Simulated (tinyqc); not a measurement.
Vacuum evaporation: vapour pressure, source flux, thickness distribution, purity and step coverage: one step, computed by the program tinyqc.

Molecular flow, unit sticking of the metal, no re-evaporation. The background gas is taken as water vapour (18.015 g/mol, collision diameter 0.37 nm) at 300 K.

Task: Vapour pressure and flux. log10(p_v/Pa) = A - B/T; flux from the surface Phi = p_v/sqrt(2 pi m k_B T), m = M u. Mass loss = Phi x area x m; heat of evaporation = ln(10) R B; d ln Phi/dT = ln(10) B/T^2 - 1/(2 T).

Inputs (values chosen for the exercise, modelled on nickel, with constants for the liquid):
```
quantity,value,unit
molar mass M,58.69,g/mol
vapour-pressure constant A,11.64,-
vapour-pressure constant B,20770,K
source temperature T,1910,K
source area,0.31,cm^2
```

Constants: u = 1.6605390666e-27 kg; k_B = 1.380649e-23 J/K; R = 8.314462618 J/(mol K).

Give: vapour pressure p_v; flux Phi; mass loss; heat of evaporation; change of flux per kelvin.

Result:

vapour pressure p_v = 5.830 Pa

flux Phi = 4.588e+18 1/(cm^2 s)

mass loss = 0.4990 g/h

heat of evaporation = 397.6 kJ/mol

change of flux per kelvin = 1.285 %/K

Holding the rate to 1 % needs the temperature to about 0.78 K.
